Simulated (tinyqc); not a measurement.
Inside a calculation. Model: ion-assisted plasma etching: sheath, surface coverage, synergy and aspect-ratio dependence. Computed by tinyqc, a small Python program that keeps every step. Command: `OMP_NUM_THREADS=1 python tinyqc.py 3008506 3008507 out.jsonl etch walk`. One thread of a shared host (Intel(R) Xeon(R) Processor @ 2.30GHz), about 0.04 s of CPU time with the checks. Intermediate numbers are printed to about 5 digits and carried at full precision; extremes and crossings named in words are read from the listed rows.

Radicals adsorb on bare sites; ions remove covered sites with a high yield and bare sites by sputtering; a slow spontaneous reaction acts everywhere, walls included.

Inputs (values chosen for the exercise, close to those used for silicon dioxide in a fluorocarbon plasma):
```
quantity                                value       unit
plasma density n_e                    5.9e+10     1/cm^3
electron temperature T_e                  2.3         eV
ion mass M_i                               40          u
sheath voltage V                          550          V
radical density n                     2.7e+13     1/cm^3
radical mass M_n                           19          u
gas temperature T_g                       350          K
sticking coefficient s                   0.52          -
radicals per removed unit x                 2          -
yield slope b                            0.31  eV^(-1/2)
threshold E_th                             30         eV
sputter slope b_p                       0.012  eV^(-1/2)
sputter threshold E_p                      34         eV
spontaneous reaction probability k_c  3.7e-06          -
solid density N                       2.2e+22     1/cm^3
ion temperature T_i                      0.29         eV
aspect ratio A                            5.1          -
```

Feature: round hole.

Constants: e = 1.602176634e-19 C; u = 1.6605390666e-27 kg; k_B = 1.380649e-23 J/K; eps_0 = 8.8541878128e-12 F/m.

## Fluxes

Bohm speed u_B = sqrt(e T_e/M_i); ion flux G_i = 0.61 n_e u_B; radical flux G_n = n c/4 with c = sqrt(8 k_B T_g/(pi M_n)).

Bohm speed = 2.3554e+05 cm/s

ion flux G_i = 8.4771e+15 1/(cm^2 s)

radical speed c = 62452 cm/s

radical flux G_n = 4.2155e+17 1/(cm^2 s)

flux ratio G_n/G_i = 49.728

## Sheath and ion angles

Debye length lambda_D = sqrt(eps_0 T_e/(e n_s)) with n_s = 0.61 n_e, T_e in volts; Child-law sheath d = (sqrt2/3) lambda_D (2 V/T_e)^(3/4); ion energy E = V + T_e/2; angular spread = arctan(sqrt(T_i/E)).

Debye length = 59.428 um

sheath thickness = 2865.1 um

ion energy E = 551.15 eV

angular spread = 1.3140 degrees

Caution: a sheath of several millimetres is collisional at usual pressures, which lowers the ion energy and widens the angles.

## Yields

Yields: Y = b (sqrt(E) - sqrt(E_th)) on covered sites, Y_p = b_p (sqrt(E) - sqrt(E_p)) on bare ones (zero below threshold).

yield Y = 5.5798

sputter yield Y_p = 0.21175

## Open-field etch rate

Steady coverage: s G_n (1 - theta) = x Y G_i theta; removal flux = Y G_i theta + Y_p G_i (1 - theta) + k_c G_n; rate = flux/N, 1 cm/s = 6e8 nm/min. Lateral rate = k_c G_n/N; anisotropy = 1 - lateral/vertical; synergy = vertical/(ions alone + radicals alone), with ions alone Y_p G_i/N and radicals alone the lateral rate.

coverage theta = 0.69854

vertical rate = 915.92 nm/min

lateral rate = 0.042538 nm/min

anisotropy = 0.99995

synergy = 18.693

Ions and radicals both limit the rate.

## Rate at the floor of the feature

Transmission of a round hole: K = 1/(1 + 3A/4), walls that scatter diffusely without loss. With a loss probability S = s (1 - theta) at the floor, G_b/G_n = K/(K + S - K S); theta follows G_b, and the two are solved together. Ions are taken to reach the floor unshadowed; G_b replaces G_n in every term of the rate; A is depth over diameter.

transmission K = 0.20725

G_b/G_n = 0.52777

coverage at the floor = 0.55014

rate at the floor = 731.74 nm/min

floor rate over open-field rate = 0.79891

The lag is 20 %.

## Etch lag against aspect ratio

The formulas are those given above.

Floor of the feature:
```
A            K  G_b/G_n    theta  rate (nm/min)  relative rate
0.5    0.72727  0.94228  0.68587         900.20        0.98284
1.0    0.57143  0.88679  0.67265         883.79        0.96492
2.0    0.40000  0.78299  0.64467         849.07        0.92701
5.0    0.21053  0.53442  0.55324         735.58        0.80310
10.0   0.11765  0.30417  0.41342         562.05        0.61364
20.0   0.06250  0.14657  0.25353         363.60        0.39698
50.0   0.02597  0.05462  0.11234         188.38        0.20567
100.0  0.01316  0.02649  0.05784         120.74        0.13182
```

K falls by a factor 55.3 over the rows and the rate by 7.46. Among these rows the rate stays within 10 % of the open-field value up to A = 2, with an open-field coverage of 0.70. Caution: rows with A above about 1/(2 tan(ion spread)) or 1/sqrt(k_c), often 10 to 30, are formal: ion shadowing, radical loss on the walls, redeposition of sputtered material and, in fluorocarbon plasmas, polymer growth are left out and add to the lag.

## Yield per ion against the flux ratio

The ion flux is fixed and the radical flux set by the ratio; the removal per ion is the removal flux over G_i.

Open field:
```
G_n/G_i    theta  rate (nm/min)  removal per ion
0.3      0.01379           66.1           0.2858
1        0.04452          104.2           0.4507
3        0.12265          201.2           0.8701
10       0.31786          443.4           1.9181
30       0.58297          772.5           3.3413
100      0.82331         1070.8           4.6317
300      0.93324         1207.4           5.2225
1000     0.97899         1264.8           5.4707
3000     0.99290         1283.8           5.5528
```

Coverage reaches one half at G_n/G_i = x Y/s = 21.5. Below that the ion-assisted part follows the radical flux, on top of the sputter floor Y_p = 0.212; above it the ion-assisted part saturates at Y = 5.58 per ion.

Checks made by the program: series form 1/R = 1/(Y G_i) + x/(s G_n) of the ion-assisted part (relative difference below 1e-10).
